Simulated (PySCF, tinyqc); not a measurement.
Ways to converge the cycle: SCF convergence aids in the sto-3g basis, for H6, spin multiplicity 1. Computed by the program tinyqc with PySCF. Command: `OMP_NUM_THREADS=1 python tinyqc.py 111954 111955 out.jsonl`; one thread of a shared host (Intel(R) Xeon(R) Processor @ 2.60GHz), about 0.5 s.

Geometry (angstrom):

| atom | x | y | z |
|---|---|---|---|
| H | 0.0000 | 0.0000 | 0.0000 |
| H | 0.0000 | 0.0000 | 1.0700 |
| H | 0.0000 | 0.0000 | 2.0520 |
| H | 0.0000 | 0.0000 | 3.1220 |
| H | 0.0000 | 0.0000 | 4.1030 |
| H | 0.0000 | 0.0000 | 5.1730 |

lowest restricted solution found by these runs and by PySCF = -3.085892 hartree

RHF with one setting changed at a time; a run stops when the energy changes by less than 1e-09 hartree and the error matrix is below 1e-5. The start is the Wolfsberg-Helmholz matrix. Damping d keeps d of the old density; a shift (hartree) raises the virtual levels; DIIS n extrapolates F over n matrices.

Largest element of the error matrix X^T (FDS - SDF) X:

| iteration | plain | damping 0.3 | damping 0.6 | shift 0.4 | DIIS 3 | DIIS 8 |
|---|---|---|---|---|---|---|
| 1 | 1.0e-01 | 1.0e-01 | 1.0e-01 | 1.0e-01 | 1.0e-01 | 1.0e-01 |
| 2 | 3.0e-02 | 3.9e-02 | 5.8e-02 | 4.1e-02 | 3.0e-02 | 3.0e-02 |
| 3 | 1.2e-02 | 2.3e-02 | 3.8e-02 | 2.6e-02 | 1.2e-02 | 1.2e-02 |
| 4 | 4.5e-03 | 1.4e-02 | 2.9e-02 | 1.6e-02 | 4.1e-04 | 4.1e-04 |
| 5 | 1.7e-03 | 8.0e-03 | 2.3e-02 | 9.5e-03 | 5.8e-05 | 4.2e-05 |
| 6 | 6.7e-04 | 4.6e-03 | 1.7e-02 | 5.6e-03 | 2.2e-06 | 1.7e-06 |
| 8 | 9.8e-05 | 1.5e-03 | 1.0e-02 | 1.9e-03 | - | - |
| 10 | 1.4e-05 | 4.9e-04 | 5.9e-03 | 6.7e-04 | - | - |
| 14 | - | 5.1e-05 | 1.9e-03 | 7.8e-05 | - | - |
| 20 | - | - | 3.6e-04 | - | - | - |
| 30 | - | - | 2.1e-05 | - | - | - |

How each run ends:

| run | iterations | E (hartree) | state |
|---|---|---|---|
| plain | 11 | -3.08589 | lowest found |
| damping 0.3 | 19 | -3.08589 | lowest found |
| damping 0.6 | 37 | -3.08589 | lowest found |
| shift 0.4 | 18 | -3.08589 | lowest found |
| DIIS 3 | 7 | -3.08589 | lowest found |
| DIIS 8 | 7 | -3.08589 | lowest found |

6 of 6 runs reach the lowest restricted solution found, in 7 to 37 iterations (fastest: DIIS 3, DIIS 8). Plain steps already contract here, so damping only slows them. DIIS 3 and DIIS 8 gain by cancelling the error over several earlier matrices, much as a quasi-Newton step does. The restricted reference is unstable here: a spin-polarised solution lies 0.0188 hartree lower (PySCF), so results built on it describe a poor reference.
